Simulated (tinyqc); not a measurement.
Capacitance measurement on a leaky thin oxide: effects of series resistance and leakage: two steps of the calculation.

The device is a capacitance C in parallel with a leakage conductance G, in series with Rs and Ls. An impedance meter reports either a parallel pair (Cp, Gp) from Y = 1/Z = Gp + i w Cp or a series pair (Cs, Rm) from Z = Rm + 1/(i w Cs); w = 2 pi f, dissipation D = Gp/(w |Cp|).

Values chosen for this exercise; values of the order met in thin-oxide MOS capacitors: relative permittivity of the gate insulator (close to silicon dioxide) eox = 3.9; insulator thickness tox = 1.8 nm; gate area A = 400 um^2; oxide-equivalent thickness added by the accumulation layer zc = 0.46 nm; oxide-equivalent thickness added by gate depletion zp = 0.22 nm; gate leakage current density, not matched to the thickness Jg = 0.0053 A/cm^2; voltage for an e-fold rise of the leakage Vs = 0.19 V; series resistance Rs = 170 ohm; series inductance Ls = 0 nH; measuring frequency f = 1e5 Hz.

Constants: eps0 = 8.8541878128e-14 F/cm where lengths are in cm. Results are converted to the units shown.

Question 1. True capacitance and conductance. EOT = 3.9 tox/eox; CET = EOT + zc + zp; C = 3.9 eps0 A/CET; G = Jg A/Vs.

Find: EOT; CET; C; G.

Answer 1.

EOT = 1.800 nm
CET = 2.480 nm
C = 5.570 pF
G = 0.1116 uS

Question 2. What the meter reports. Z = Rs + i w Ls + 1/(G + i w C).

C = 5.5695698 pF
G = 0.11157895 uS

Wanted: Z; Cp; Gp; Cs; D.

Answer 2.

Z = (0.0927-2.8547i) x 1e5 ohm
Cp = 5.5694 pF
Gp = 0.11366 uS
Cs = 5.5752 pF
D = 0.032480

Cp is within 0.01 % of C and Cs is 0.10 % above it; G Rs = 1.90e-5, w C Rs = 5.95e-4 and G/(w C) = 0.0319.

Computed by the program tinyqc: `OMP_NUM_THREADS=1 python tinyqc.py 2022014 2022015 out.jsonl`, one thread of a shared Intel Xeon 2.30GHz, about 0.01 s for the whole run.
